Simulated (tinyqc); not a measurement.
# Gate sheet resistance from two finger widths

Question. At low frequency R = Rsh Wf/(3 L) + B/Wf, where B collects the channel and vertical terms. Find Rsh, B and the width of lowest R.

Inputs (values chosen for the exercise): channel length L = 0.16 um.

input resistance of single fingers, contacted at one end, of width 0.52 and 4.4 um (ohm): [70.692308, 116.81818]

Answer. R Wf is a straight line in Wf^2; the minimum of R lies where both terms are equal.

Rsh = 12.0 ohm/square
B = 30.0 ohm um
width of lowest R = 1.10 um

Computed by the program tinyqc: `OMP_NUM_THREADS=1 python tinyqc.py 2262170 2262171 out.jsonl`, one thread of a shared Intel Xeon 2.30GHz, about 0.01 s for the whole run.
